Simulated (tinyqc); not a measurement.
# Worked calculation: current crowding under a contact, resistor ladder against the transmission-line model

Computed by the program tinyqc: `OMP_NUM_THREADS=1 python tinyqc.py 2760052 2760053 out.jsonl`, one thread of a shared Intel Xeon 2.30GHz, about 0.01 s for the whole run. Printed values are rounded.

A metal contact of length d and width W on a thin layer of the same width. The metal has no resistance, the sheet resistance under it equals Rsh, and current enters the layer at the front edge x = 0.

Values chosen for this exercise: sheet resistance of the semiconductor layer Rsh = 220 ohm/sq; specific contact resistivity rc = 2.4e-8 ohm cm^2; contact length d = 0.062 um; contact width W = 4 um; cells n = 7; current I = 1 mA.

## Conductances of the ladder

Cut the contact into n cells of length hc = d/n. Neighbouring cell centres are joined by a = W/(Rsh hc), each centre joins the metal (0 V) by g = W hc/rc, and I enters cell 1 through half a cell: -a v_(i-1) + b_i v_i - a v_(i+1) = I for i = 1 and 0 otherwise, b_i = g + 2 a (g + a at both ends). Rc = v_1/I + 1/(2 a).

a = 2.05279 S
g = 0.0147619 S
b_i, cell 1 to 7 (S): 2.06755  4.12033  4.12033  4.12033  4.12033  4.12033  2.06755

## Voltages and the share of the current

Cut the contact into n cells of length hc = d/n. Neighbouring cell centres are joined by a = W/(Rsh hc), each centre joins the metal (0 V) by g = W hc/rc, and I enters cell 1 through half a cell: -a v_(i-1) + b_i v_i - a v_(i+1) = I for i = 1 and 0 otherwise, b_i = g + 2 a (g + a at both ends). Rc = v_1/I + 1/(2 a). Cell i passes g v_i to the metal.

```
cell  v_i (mV)  share of the current (%)
1      10.5570                   15.5841
2      10.1457                   14.9770
3       9.8075                   14.4777
4       9.5397                   14.0824
5       9.3406                   13.7885
6       9.2086                   13.5937
7       9.1429                   13.4966
```

Rc of the ladder = 10.8005 ohm

The first cell passes 15.6 % of the current and the last 13.5 %; an even spread would give 14.3 % each.

## The transmission-line result

Transfer length Lt = sqrt(rc/Rsh); front resistance Rc = (Rsh Lt/W) coth(d/Lt); end resistance Re = (Rsh Lt/W)/sinh(d/Lt). v(x) = I (Rsh Lt/W) cosh((d - x)/Lt)/sinh(d/Lt) at the cell centres x = (i - 1/2) d/n.

Lt = 0.104447 um
Rc = 10.7883 ohm
Re = 9.13161 ohm
v(x), cell 1 to 7 (mV): 10.5543  10.1430  9.8046  9.5368  9.3376  9.2056  9.1398

The ladder's Rc is 0.11 % above this value, with cells 0.085 Lt long.
